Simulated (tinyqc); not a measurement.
Comparisons within one model: Fermi-Dirac statistics of conduction electrons. A value that a table varies takes the place of the one given here.

Non-parabolic band E (1 + alpha E) = c k^2/m: n = Nc (2/sqrt(pi)) integral_0^infinity sqrt(x (1 + a x)) (1 + 2 a x) dx/(1 + exp(x - eta)) with a = alpha kT and eta = (EF - Ec)/kT; a = 0 gives n = Nc F_1/2(eta).

Constants: hbar^2/2m0 = 3.80998211 eV angstrom^2; kB = 8.617333262e-05 eV/K.

Inputs chosen for the exercise (near those of InAs, lowest valleys alone; the results hold for these values, not for the real material):

| symbol | value | unit | meaning |
|---|---|---|---|
| m | 0.0263 | m0 | density-of-states mass of the conduction band |
| T | 200 | K |  |
| alpha | 2.51 | 1/eV | non-parabolicity |
| m1 | 0.0263 | m0 | mass of one isotropic band with spin |
| L | 80 | angstrom | confinement length used to compare densities |
| n | 4.5e+17 | 1/cm^3 | electron density |

## Parabolic against non-parabolic filling

N = 2 (m kB T/(4 pi c))^(3/2) with c = hbar^2/2m0, in 1/angstrom^3; times 1e24 for 1/cm^3. k_F = (3 pi^2 n)^(1/3) and the energy E0 that solves E (1 + alpha E) = c k_F^2/m give the limit of zero temperature.

EF - Ec (meV):

| n (1/cm^3) | parabolic | non-parabolic | non-parabolic, 0 K |
|---|---|---|---|
| 6.0e+15 | -38.6 | -41.4 | 4.5 |
| 2.0e+16 | -16.3 | -19.5 | 10.0 |
| 9.0e+16 | 16.7 | 11.9 | 26.1 |
| 3.0e+17 | 57.7 | 47.2 | 54.6 |
| 9.0e+17 | 127.3 | 98.2 | 102.7 |
| 3.0e+18 | 287.5 | 191.0 | 194.0 |

Non-parabolicity lowers EF by 2.8 meV at the lowest density and by 96.5 meV at the highest, where alpha (EF - Ec) = 0.48. Temperature lowers EF below its 0 K value by 45.9 meV at the lowest density and by 2.9 meV at the highest. EF enters the band between 2e+16 and 9e+16 1/cm^3.

## Dimension (statistics of electrons in three, two and one dimensions)

One band edge at E = 0, lambda = sqrt(4 pi c/(m1 kT)) with c = hbar^2/2m0. Densities with spin: n3 = (2/lambda^3) F_1/2(eta), n2 = (2/lambda^2) F_0(eta) with F_0 = ln(1 + exp(eta)), n1 = (2/lambda) F_-1/2(eta). F_j(eta) = (1/Gamma(j + 1)) integral_0^infinity x^j dx/(1 + exp(x - eta)), which tends to exp(eta) for eta << 0.

The last two columns turn the sheet and line densities into volume densities, n2/L and n1/L^2, over n3.

Densities:

| eta | n3 (1/cm^3) | n2 (1/cm^2) | n1 (1/cm) | (n2/L)/n3 | (n1/L^2)/n3 |
|---|---|---|---|---|---|
| -4 | 1.06e+15 | 3.44e+09 | 1.11e+04 | 4.05 | 16.4 |
| -2 | 7.53e+15 | 2.40e+10 | 7.61e+04 | 3.99 | 15.8 |
| -1 | 1.91e+16 | 5.93e+10 | 1.81e+05 | 3.88 | 14.8 |
| 0 | 4.46e+16 | 1.31e+11 | 3.72e+05 | 3.68 | 13.0 |
| 1 | 9.18e+16 | 2.49e+11 | 6.32e+05 | 3.39 | 10.8 |
| 2 | 1.65e+17 | 4.03e+11 | 9.01e+05 | 3.06 | 8.56 |
| 4 | 3.79e+17 | 7.61e+11 | 1.35e+06 | 2.51 | 5.54 |
| 8 | 1.01e+18 | 1.51e+12 | 1.95e+06 | 1.87 | 3.01 |

lambda = 325.0 angstrom

Far below the edge all three follow exp(eta), and the ratios tend to lambda/L = 4.063 and its square. From eta = 4 to 8 the densities grow by 2.67, 1.99 and 1.45, near the powers 2^(3/2), 2 and 2^(1/2) that the densities of states E^(1/2), E^0 and E^(-1/2) give. One subband serves while EF stays several kT below the second, 38.9 kT up for hard walls; rows with a larger eta, if any, overfill it.

## What moves the Fermi level

N = 2 (m kB T/(4 pi c))^(3/2) with c = hbar^2/2m0, in 1/angstrom^3; times 1e24 for 1/cm^3. Each row changes one parameter from the base and keeps the others.

Results:

| case | parabolic EF - Ec (meV) | non-parabolic EF - Ec (meV) |
|---|---|---|
| base | 78.16 | 63.21 |
| m = 0.0237 m0 | 87.46 | 70.18 |
| T = 175 K | 78.97 | 64.69 |
| n = 2.25e+17 1/cm^3 | 45.68 | 37.32 |
| alpha = 3.765 1/eV | 78.16 | 58.13 |

The largest shifts from the base row, up to three for each result and ties (the steps differ in size, so this ranks the rows, not the parameters). parabolic EF - Ec (meV): n -32.48, m +9.30, T +0.81; unchanged at the printed digits by alpha. non-parabolic EF - Ec (meV): n -25.89, m +6.97, alpha -5.08.

Computed by tinyqc, a small Python program: `OMP_NUM_THREADS=1 python tinyqc.py 1652566 1652567 out.jsonl` (the numbers bound the seed that draws the inputs); one thread of a shared host (Intel(R) Xeon(R) Processor @ 2.30GHz), about 0.01 s for the whole set of steps.
